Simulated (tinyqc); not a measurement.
From results to parameters: minimal-basis H2. Computed by the program tinyqc with PySCF.

Problem. For two electrons in the two orbitals of minimal-basis H2, the CIS energies are e2 - e1 - J12 + 2 K12 and e2 - e1 - J12, and E_corr = D - sqrt(D^2 + K12^2) with 2D the energy of the double excitation. Find J12, K12, D, the MP2 energy and the weight of the double excitation.

orbital gap e2 - e1 = 0.78864518 hartree
CIS singlet and triplet energies (hartree): 0.607544  0.190915
FCI correlation energy = -0.04949079 hartree

Solution. Half the singlet-triplet splitting is K12, the gap less the triplet energy is J12, D = (E_corr^2 - K12^2)/(2 E_corr), MP2 is -K12^2/(2 gap), and the weight is c^2/(1 + c^2) with c = E_corr/K12.

J12, K12, D (hartree): 0.598  0.208  0.414
MP2 correlation energy = -0.027512 hartree
weight of the double excitation = 0.053
